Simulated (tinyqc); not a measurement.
From one set of inputs to another, one input at a time: mobility of a non-polar semiconductor in the relaxation-time approximation. Computed by tinyqc, a small Python program. Command: `OMP_NUM_THREADS=1 python tinyqc.py 3015853 3015854 out.jsonl rta ladder`. One thread of a shared host (Intel(R) Xeon(R) Processor @ 2.30GHz), about 0.03 s of CPU time with the checks.

Each valley is treated as a sphere of mass m_d for states and rates, with one isotropic relaxation time; the conductivity mass m_c sets the current.

The inputs printed are set A. Set A is modelled on electrons in germanium; the values taken over come from a set modelled on electrons in silicon. Inputs not listed in the table keep their values of set A, so the rows need not describe a real material.

Inputs (values chosen for the exercise, modelled on electrons in germanium):
```
quantity                                            value       unit
longitudinal mass m_l                                1.62        m_0
transverse mass m_t                                0.0804        m_0
equivalent valleys Z                                    4          -
static permittivity eps_s                              16          -
density rho                                          5323     kg/m^3
sound velocity v_l                                   5180        m/s
acoustic deformation potential D_A                     11         eV
phonon energy hbar w                                 30.5        meV
optical or intervalley deformation potential D_o      5.3  1e8 eV/cm
final valleys Z_f                                       3          -
carrier density n                                 6.1e+18     1/cm^3
compensation ratio C                                    0          -
temperature T                                         150          K
alloy fraction x                                     0.45          -
alloy potential U                                     1.3         eV
lattice constant a                                   5.56   angstrom
```

Band: parabolic. Impurity formula: Conwell-Weisskopf. Further scattering: alloy.

Constants: k_B = 8.617333262e-05 eV/K; m_0 = 9.1093837015e-31 kg; e = 1.602176634e-19 C; hbar = 1.054571817e-34 J s; eps_0 = 8.8541878128e-12 F/m; k_B = 1.380649e-23 J/K; hbar = 6.582119569e-16 eV s.

Method:
- m_d = (m_l m_t^2)^(1/3); 1/m_c = (1/m_l + 2/m_t)/3; Hall mass factor A = 3 K_m (K_m + 2)/(2 K_m + 1)^2, K_m = m_l/m_t; N_I = n (1 + C)/(1 - C).
- Parabolic band: E = hbar^2 k^2/(2 m), speed v = hbar k/m, states per spin, volume and energy g(E) = m k/(2 pi^2 hbar^2). Here m = m_d. Masses are multiplied by m_0 and all formulas are in SI units.
- The reduced Fermi level eta = E_F/(k_B T) solves n = 2 Z int g f dE with f = 1/(1 + exp(x - eta)) (Z = 1 unless valleys are given); screening length L_s = sqrt(eps_s eps_0 k_B T/(e^2 dn/deta)), dn/deta = 2 Z int g f (1 - f) dE.
- Integrals over x = E/(k_B T) use 160 Gauss-Legendre points in u = sqrt(x) from 0 to sqrt(max(eta, 0) + 32).
- Phonon occupation N_q = 1/(exp(hbar w/(k_B T)) - 1).
- Acoustic deformation potential (elastic, equipartition, absorption and emission together): 1/tau = 2 pi k_B T D_A^2 g(E)/(hbar rho v_l^2).
- Optical or intervalley deformation potential: 1/tau = (pi Z_f D_o^2/(rho w)) [N_q g(E + hbar w) + (N_q + 1) g(E - hbar w)], with g = 0 below the band edge.
- Each optical term is multiplied by (1 - f(E'))/(1 - f(E)), E' the final energy, for Pauli blocking.
- Singly charged impurities, momentum relaxation: 1/tau = N_I e^4 m (1 + 2 alpha E) Phi/(8 pi (eps_s eps_0)^2 hbar^3 k^3), with alpha = 0 for a parabolic band.
- Conwell-Weisskopf: Phi = ln(1 + y^2), y = 4 pi eps_s eps_0 E N_I^(-1/3)/e^2 (largest impact parameter N_I^(-1/3)/2).
- Alloy disorder: 1/tau = (2 pi/hbar) Omega x (1 - x) U^2 g(E), Omega = a^3/4 (other conventions for Omega rescale U).
- mu = (m_d/m_c) (2 Z e/(3 n k_B T)) int g v^2 tau f (1 - f) dE.
- Averages over x are split at the emission threshold x_0 = hbar w/(k_B T): 64 Gauss-Legendre points in sqrt(x) below it and 128 in sqrt(x - x_0) above it, up to x = max(eta, 0) + 32.
- Rates are added at each energy before the average. With <y> = int g v^2 y f (1 - f) dE: Hall factor r_H = A (3 n k_B T/(2 Z m_d)) <tau^2/(1 + 2 alpha E)>/<tau>^2 (alpha = 0 for a parabolic band); Hall mobility r_H mu; |S| = (k_B/e) (<x tau>/<tau> - eta); resistivity 1/(n e mu).

Each row keeps all changes above it:
```
input moved                                                      from       to  Hall factor r_H  resistivity (ohm cm)  ionised impurity mobility (cm^2/(V s))
set A                                                               -        -           0.7892              0.002558                                   671.9
carrier density n (1/cm^3)                                    6.1e+18  3.2e+19           0.7910              0.000922                                   294.8
optical or intervalley deformation potential D_o (1e8 eV/cm)      5.3      5.2           0.7911              0.000922                                   294.8
temperature T (K)                                                 150      350           0.7936              0.000908                                   384.2
transverse mass m_t (m_0)                                      0.0804    0.187           0.8306              0.002736                                   199.4
alloy potential U (eV)                                            1.3      1.4           0.8323              0.002918                                   199.4
longitudinal mass m_l (m_0)                                      1.62    0.918           0.8716              0.002486                                   195.0
sound velocity v_l (m/s)                                         5180     8850           0.8713              0.002355                                   195.0
```

Hall factor r_H goes from 0.789 to 0.871, a factor 1.10 in all. The largest single move comes from longitudinal mass m_l (a factor 1.05). Resistivity goes from 0.00256 to 0.00236, a factor 0.921 in all. The largest single move comes from transverse mass m_t (a factor 3.01), but it runs against the net change; the largest move in the direction of the net change is carrier density n (a factor 0.360). Ionised impurity mobility goes from 672 to 195, a factor 0.290 in all. The largest single move comes from carrier density n (a factor 0.439), and temperature T works against it (a factor 1.30). The single moves hold for this order of the switches; the total does not depend on the order.

Caution (all rows): above a few 1e18 per cm^3 the Born approximation, static screening and an unperturbed band are rough; measured mobilities are usually lower.

Extremes, crossings and ranges named in words are read from the listed rows.
